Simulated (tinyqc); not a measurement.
Pillar capacitor in an array: capacitance, non-linearity, leakage and relaxation: one step of the calculation.

A film between two metal electrodes, each interface adding a series capacitance ci. The small-signal permittivity is ek (1 + aq E^2); the field is found with the linear permittivity. Leakage J = J0 sinh(E/Ef). After a voltage step the film passes a relaxation current kr C V tt^(-nr), tt being the time in seconds. The sidewall is a coaxial capacitor with radii a = dm/2 and b = dm/2 + t, depth AR dm; the end face is left out.

Problem. Planar capacitance, field and non-linearity. Planar film: Cf = eps0 ek/t, 1/C = 1/Cf + 2/ci, EOT = 3.9 eps0/C, effective permittivity C t/eps0, E = (V/t) C/Cf; quadratic coefficient [C(V)/C - 1]/V^2 with Cf (1 + aq E^2) in C(V).

Values chosen for this exercise; permittivity of the order of that of aluminium oxide: relative permittivity of the film ek = 8.98; film thickness t = 20 nm; capacitance of each electrode interface (dead layer and screening) ci = 280 uF/cm^2; quadratic field coefficient of the permittivity aq = 0.0039 cm^2/MV^2; bias V = 0.9 V; leakage prefactor J0 = 5.7e-10 A/cm^2; field for an e-fold rise of the leakage Ef = 0.5 MV/cm.

Constants: eps0 = 8.8541878128e-14 F/cm where lengths are in cm. Results are converted to the units shown.

Find: Cf; C; EOT; effective permittivity; E; quadratic coefficient; J.

Solution.

Cf = 0.3976 uF/cm^2
C = 0.3964 uF/cm^2
EOT = 8.711 nm
effective permittivity = 8.955
E = 0.4487 MV/cm
quadratic coefficient = 966.7 ppm/V^2
J = 5.830e-10 A/cm^2

The interfaces take 0.283 % of the voltage.

Computed by the program tinyqc: `OMP_NUM_THREADS=1 python tinyqc.py 2102108 2102109 out.jsonl`, one thread of a shared Intel Xeon 2.30GHz, about 0.01 s for the whole run.
